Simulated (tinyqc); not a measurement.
# Undoped gate-all-around wire MOSFET, analytic charge model, step by step

Numbers from tinyqc (`OMP_NUM_THREADS=1 python tinyqc.py 2460131 2460132 out.jsonl`; about 0.04 s on one thread of a shared Intel Xeon 2.30GHz). Printed values are rounded.

An undoped round wire of radius R under an insulator shell and a surrounding gate; long channel, electrons only, n = ni exp((psi - V)/Vt) with V the quasi-Fermi potential (0 at the source, Vd at the drain), constant mobility, no quantisation. The radial Poisson equation gives n(r) = n(0)/(1 - (1 - b) r^2/R^2)^2 with b = Q0/(Q + Q0). Q is the electron charge per area of the wire surface.

Inputs (values chosen for the exercise); material values close to those of germanium:
- T = 325 K (temperature)
- Eg = 0.654 eV (band gap)
- eps_r = 15.7 (relative permittivity of the semiconductor)
- Nc = 1.17e19 cm^-3 (conduction-band density of states at T)
- Nv = 6.75e18 cm^-3 (valence-band density of states at T)
- eox = 4.03 (relative permittivity of the gate insulator)
- tox = 3.5 nm (insulator thickness)
- R = 15 nm (wire radius)
- dphi = 0.11 V (gate work function less that of the intrinsic body)
- mu = 430 cm^2/(V s) (channel mobility)
- L = 2 um (gate length)
- Vg = 0.75 V (gate voltage)
- Vd = 0.1 V (drain voltage)

Constants: q = 1.602176634e-19 C, kB = 1.380649e-23 J/K, Vt = kB T/q, eps0 = 8.8541878128e-14 F/cm where lengths are in cm. Results are converted to the units shown.

Range of the model: The surface density at the source passes 0.3 Nc, where Boltzmann statistics fail.

## Constants of the wire

ni = sqrt(Nc Nv) exp(-Eg/(2 Vt)), Eg in volts; Cox = eps0 eox/(R ln(1 + tox/R)); Q0 = 4 eps0 eps_r Vt/R; V0 = dphi + Vt ln[8 eps0 eps_r Vt/(q ni R^2)].

ni = 7.550098e13 cm^-3
Cox = 1.134283 uF/cm^2
Q0 = 103.8182 nC/cm^2
V0 = 0.3717235 V

## Iteration 1: charge at the source by Newton steps

Q at the start = 10 nC/cm^2

With V = 0: f = Q/Cox + Vt ln(Q/Q0) + Vt ln(1 + Q/Q0) - (Vg - V0); f' = 1/Cox + Vt/Q + Vt/(Q + Q0); Q(new) = Q - f/f'.

f = -0.4324212 V
f' = 0.003928309 V cm^2/nC
Q after iteration 1 = 120.0782 nC/cm^2

## Iteration 2: charge at the source by Newton steps

As before.

f = -0.2468148 V
f' = 0.001239934 V cm^2/nC
Q after iteration 2 = 319.1330 nC/cm^2

## Course of the iteration: charge at the source by Newton steps

Stop when Q changes by less than 1e-8 nC/cm^2, or after 40 iterations.

Course of the iteration:
```
iteration  Q (nC/cm^2)  |change| (nC/cm^2)
1             120.0782                 110
2             319.1330                 199
3             344.3709                25.2
4             344.4988               0.128
5             344.4988             3.00e-6
6             344.4988             < 1e-10
```

Converged in 6 iterations. At the end the number of correct digits about doubles with each step.

## Drain current and line charge

Qs = 344.4988 nC/cm^2
Qd = 248.9943 nC/cm^2

Q solves Vg - V0 - V = Q/Cox + Vt ln(Q/Q0) + Vt ln(1 + Q/Q0). I = mu (2 pi R/L)[2 Vt (Qs - Qd) + (Qs^2 - Qd^2)/(2 Cox) + Vt Q0 ln((Qd + Q0)/(Qs + Q0))], with Qs at V = 0 and Qd at V = Vd. Electrons per length at the source: 2 pi R Qs/q; surface over centre density: (1 + Qs/Q0)^2.

first term = 0.1083977 uA
second term = 0.5062881 uA
third term = -0.01411434 uA
I = 0.6005715 uA
electrons per length = 2.026509 1/nm
surface over centre density = 18.64763

The square-law term makes up 84.3 % of the current.
